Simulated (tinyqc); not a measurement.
Lattice vibrations of a chain, step by step. Computed by tinyqc, a small Python program that keeps every step. Command: `OMP_NUM_THREADS=1 python tinyqc.py 21383 21384 out.jsonl` (the two numbers bound the seeds that draw the settings). One thread of a shared host (Intel(R) Xeon(R) Processor @ 2.60GHz), about 0.01 s of CPU time with the checks.

## Dynamical matrix at q = 0.3

A chain moving along its axis:

| atom | mass (u) | spring to the next atom (eV/angstrom^2) |
|---|---|---|
| 1 | 73.7000 | 4.6000 |
| 2 | 57.3000 | 28.0000 |
| 3 | 35.5000 | 12.6000 |
| 4 | 27.6000 | 21.1000 |

q is in units of 2 pi/a. A spring k from atom i to atom j, n cells on, adds k to Phi_ii and Phi_jj, -k exp(2 pi i q n) to Phi_ij and the conjugate to Phi_ji (for one atom a cell: 2k (1 - cos 2 pi q n)); D_ij = Phi_ij / sqrt(m_i m_j).

D(q) (eV/(angstrom^2 u)), lower triangle (Hermitian):
```
                1        2        3       4
1          0.3487
2         -0.0708   0.5689
3          0.0000  -0.6208   1.1437
4  0.1446-0.4449i   0.0000  -0.4025  1.2210
```

## Frequencies

omega^2 are the eigenvalues; wavenumber = 521.4708 sqrt(eigenvalue) 1/cm.

eigenvalues: 0.0449  0.2211  1.2025  1.8138

wavenumbers (1/cm): 110.5  245.2  571.8  702.3

weights |e|^2 of the mass-weighted modes:
```
        mode 1  mode 2  mode 3  mode 4
atom 1  0.3852  0.4390  0.1385  0.0374
atom 2  0.2851  0.3809  0.2191  0.1149
atom 3  0.1847  0.1335  0.2140  0.4678
atom 4  0.1450  0.0467  0.4284  0.3799
```

## Dispersion and heat capacity

C/k_B per atom = mean over q = (j + 1/2)/80, j = 0..39 and all branches of y^2 e^y/(e^y - 1)^2, y = hc wavenumber / k_B T.

Wavenumbers (1/cm):

| q | branch 1 | branch 2 | branch 3 | branch 4 |
|---|---|---|---|---|
| 0.0000 | 0.0000 | 278.5747 | 564.2901 | 704.6566 |
| 0.0625 | 23.8176 | 276.9817 | 564.7365 | 704.5244 |
| 0.1250 | 47.4452 | 272.2842 | 566.0018 | 704.1451 |
| 0.1875 | 70.6717 | 264.7186 | 567.8803 | 703.5692 |
| 0.2500 | 93.2303 | 254.6663 | 570.0749 | 702.8768 |
| 0.3125 | 114.7172 | 242.6864 | 572.2493 | 702.1696 |
| 0.3750 | 134.3550 | 229.7108 | 574.0789 | 701.5577 |
| 0.4375 | 150.1841 | 217.8251 | 575.2951 | 701.1423 |
| 0.5000 | 157.0673 | 212.2471 | 575.7212 | 700.9952 |

Heat capacity:

| T (K) | C/k_B per atom |
|---|---|
| 20 | 0.0607 |
| 50 | 0.1585 |
| 100 | 0.3120 |
| 200 | 0.5444 |
| 300 | 0.7105 |
| 600 | 0.9041 |
| 1200 | 0.9740 |

zero-point energy per atom = 24.9952 meV
